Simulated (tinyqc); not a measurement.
# Short-channel transistor, virtual-source model with series resistance: effects of single changes

The current per gate width is the charge at the top of the source barrier (the virtual source) times its velocity times a saturation function; al and be are fitting constants of the model. Units: I in uA/um, Rs in ohm um, so I Rs = 1e-6 I Rs in volts; Q in uC/cm^2, so I = 1e-4 Q vx0 Fsat with vx0 in cm/s.

Inputs (values chosen for the exercise): temperature T = 325 K; inversion capacitance Cinv = 1.52 uF/cm^2; velocity at the virtual source vx0 = 1.66e7 cm/s; apparent mobility mu = 570 cm^2/(V s); channel length L = 12 nm; threshold at zero drain voltage VT0 = 0.308 V; drain-induced barrier lowering dl = 0.123 V/V; subthreshold factor n0 = 1.19; growth of n with drain voltage nd = 0.2 1/V; threshold shift (in units of Vt) from weak to strong inversion al = 3.5; sharpness of saturation be = 1.6; series resistance of each contact Rs = 90 ohm um.

Constants: q = 1.602176634e-19 C, kB = 1.380649e-23 J/K, Vt = kB T/q. Results are converted to the units shown.

Each table varies one quantity; the others keep the values above.

## Supply voltage at a fixed off current

Intrinsic voltages Vg' = Vgs - I Rs, Vd' = Vds - 2 I Rs. n = n0 + nd Vd', VT = VT0 - dl Vd', Ff = 1/(1 + exp((Vg' - VT + al Vt/2)/(al Vt))), Q = Cinv n Vt ln(1 + exp((Vg' - VT + al Vt Ff)/(n Vt))), Vdsat = (vx0 L/mu)(1 - Ff) + Vt Ff, Fsat = u/(1 + u^be)^(1/be) with u = Vd'/Vdsat, and I = Q vx0 Fsat per width. I is solved self-consistently. For each supply Vdd, VT0 is set so that I(Vgs = 0, Vds = Vdd) = 10 nA/um; Ion = I(Vdd, Vdd); C = Cinv L + 0.37 fF/um of parasitic capacitance; delay C Vdd/Ion, energy C Vdd^2.

Results:
```
Vdd (V)  VT0 (V)  Ion (uA/um)  delay (ps)  energy (fJ/um)
0.4      0.46845       82.610      2.6748        0.088384
0.5      0.48663       204.17      1.3528         0.13810
0.6      0.50478       358.72     0.92394         0.19886
0.7      0.52290       528.82     0.73122         0.27068
0.8      0.54102       706.52     0.62549         0.35354
1        0.57724       1071.4     0.51557         0.55240
1.1      0.59535       1255.8     0.48388         0.66840
```

Estimate the missing row, Vdd = 0.9 V.

Computed row:
```
Vdd (V)  VT0 (V)  Ion (uA/um)  delay (ps)  energy (fJ/um)
0.9      0.55913       888.03     0.55984         0.44744
```

With this row back in the table: The VT0 needed rises from 0.468 to 0.595 V and Ion rises from 82.6 to 1260 uA/um. The delay falls from 2.67 to 0.484 ps, while the energy grows as Vdd^2. Going from 0.4 to 0.5 V changes the delay by -49 %, going from 1 to 1.1 V by -6.1 %.

## Transfer curves at low and high drain voltage

Same model as above.

Columns for Vds = 0.05 V and 0.5 V; gm = dI/dVgs at 0.5 V.

Result of one run:
```
Vgs (V)  I, low Vds (uA/um)  I, high Vds (uA/um)  gm (uS/um)
0.38                 129.82               297.38      1665.4
```

What becomes of these results when the gate voltage Vgs is changed from 0.38 to 0.25 V, all else the same?

Result of the changed run:
```
Vgs (V)  I, low Vds (uA/um)  I, high Vds (uA/um)  gm (uS/um)
0.25                 38.848               108.34      1155.3
```

The whole series:
```
Vgs (V)  I, low Vds (uA/um)  I, high Vds (uA/um)  gm (uS/um)
0                   0.12938               1.0704      26.315
0.06                0.65594               4.4142      99.244
0.12                 2.9779               15.555      300.44
0.19                 13.875               51.055      742.65
0.25                 38.848               108.34      1155.3
0.31                 79.292               187.36      1457.0
0.38                 129.82               297.38      1665.4
0.44                 163.84               400.61      1767.1
0.5                  187.88               508.64      1828.8
```

At Vds = 0.5 V the current spans 2.7 decades, from 1.07 to 509 uA/um. Between the first two rows the swing is 97.5 mV a decade, against n Vt ln 10 = 83.2. At Vgs = 0 the higher drain voltage raises the current by a factor of 8.27, at Vgs = 0.5 V by 2.71. The transconductance rises from 26.3 to 1830 uS/um; Cinv vx0, its value in strong inversion and saturation without series resistance, is 2520 uS/um.

## Effect of the velocity at the virtual source on the on and off currents

Same model as above.

Ion is I at Vgs = Vds = 0.5 V, Ioff at Vgs = 0, Vds = 0.5 V, and Rlin = Vds/I at Vgs = 0.5 V, Vds = 0.05 V.

Effect of the velocity at the virtual source on the on and off currents:
```
vx0 (cm/s)  Ion (uA/um)  Ioff (nA/um)  log10(Ion/Ioff)  Rlin (ohm um)
5e6               180.9         323.4            2.748          396.7
7.1e6             248.9         459.0            2.734          326.2
1e7               335.9         646.0            2.716          290.0
1.4e7             444.4         903.4            2.692          271.8
2e7               586.0          1288            2.658          261.6
2.8e7             742.8          1800            2.616          256.4
4e7               926.1          2563            2.558          253.1
```

What does the table show?

As vx0 goes from 5e6 to 4e7 cm/s, Ion rises from 181 to 926 uA/um, Ioff rises from 323 to 2560 nA/um and Rlin falls from 397 to 253 ohm um. Ion changes by a factor of 5.12 and Ioff by 7.92. For vx0 = 2e7 to 4e7 cm/s the off current passes 1 uA/um, so the device is hardly off at Vgs = 0.

Numbers from tinyqc (`OMP_NUM_THREADS=1 python tinyqc.py 2380030 2380031 out.jsonl`; about 0.01 s on one thread of a shared Intel Xeon 2.30GHz).
